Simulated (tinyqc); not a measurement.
Sneak resistance and off state from two reads.

Problem. A cell Rc in parallel with a sneak path Rsn = K Ron [2/(N - 1) + 1/(N - 1)^2], N = 16, is read through a sense resistor Ron: Vout = Vr Ron/(Ron + Rc Rsn/(Rc + Rsn)). In the low state Rc = Ron. Find Rsn, K and Roff.

Values chosen for this exercise:

| symbol | value | unit | meaning |
|---|---|---|---|
| Ron | 20 | kohm | resistance of the low state |
| Vr | 0.5 | V | read voltage |

Vout with the selected cell low and high (mV): [288.395904, 141.894494]

Answer. Each read gives the parallel resistance; the first yields Rsn, the second then Roff.

Rsn = 55.11 kohm
K = 20.00
Roff = 600.0 kohm

Computed by the program tinyqc: `OMP_NUM_THREADS=1 python tinyqc.py 2880118 2880119 out.jsonl`, one thread of a shared Intel Xeon 2.30GHz, about 0.03 s for the whole run.
